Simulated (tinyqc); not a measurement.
Physical sputtering: collision-cascade yield, angular dependence, faceting and resputtering in deposition. Changing the surface binding energy U. Computed by tinyqc, a small Python program. Command: `OMP_NUM_THREADS=1 python tinyqc.py 3003179 3003180 out.jsonl sputter sweep`. One thread of a shared host (Intel(R) Xeon(R) Processor @ 2.30GHz), about 0.01 s of CPU time with the checks.

Ions start collision cascades; atoms that reach the surface with more than U leave. The target is amorphous or fine-grained.

Inputs (values chosen for the exercise, modelled on krypton ions on tungsten):
```
quantity           value     unit
ion Z1                36        -
ion mass M1         83.8        u
target Z2             74        -
target mass M2     183.8        u
target density N    63.2   1/nm^3
fit factor Q        0.75        -
ion energy E         350       eV
current density J   0.46  mA/cm^2
```

Constants: e = 1.602176634e-19 C.

Method. gamma = 4 M1 M2/(M1 + M2)^2; threshold E_th = 6.7 U/gamma for M1 >= M2, else U (1 + 5.7 M1/M2)/gamma. eps = 0.03255 M2 E/(Z1 Z2 (M1 + M2) z), z = (Z1^(2/3) + Z2^(2/3))^(1/2), E in eV; s_n = 3.441 sqrt(eps) ln(eps + 2.718)/(1 + 6.355 sqrt(eps) + eps (6.882 sqrt(eps) - 1.708)); S_n = 84.78 Z1 Z2 M1 s_n/((M1 + M2) z) in eV angstrom^2; alpha = 0.249 (M2/M1)^0.56 + 0.0035 (M2/M1)^1.5 for M1 <= M2, else 0.0875 (M2/M1)^(-0.15) + 0.165 M2/M1; Y0 = 0.042 Q alpha S_n/U [1 - sqrt(E_th/E)]^2.5 (the electronic-loss factor of the full formula is dropped). Erosion rate = Y0 J/(e N); 1 cm^2 = 1e14 nm^2.

One run for each value:
```
surface binding energy U (eV)  yield Y0 (atoms per ion)  threshold E_th (eV)  erosion rate (nm/min)
2                                                3.8331                8.366                 104.48
3                                                2.3009               12.549                  62.72
4                                                1.5740               16.732                  42.90
5                                                1.1578               20.915                  31.56
6                                                0.8920               25.098                  24.31
7                                                0.7098               29.281                  19.35
8                                                0.5784               33.463                  15.76
9                                                0.4799               37.646                  13.08
10                                               0.4040               41.829                  11.01
```

Over the rows, yield Y0 (atoms per ion) falls from 3.83 to 0.404 (exponent d ln y / d ln x -1.3 between the first rows and -1.6 between the last); threshold E_th (eV) rises from 8.37 to 41.8 (exponent d ln y / d ln x about 1.0 throughout); erosion rate (nm/min) falls from 104 to 11.0 (exponent d ln y / d ln x -1.3 between the first rows and -1.6 between the last). The exponent of threshold E_th stays at 1: the threshold scales with U. U acts twice, as the divisor and through the threshold.
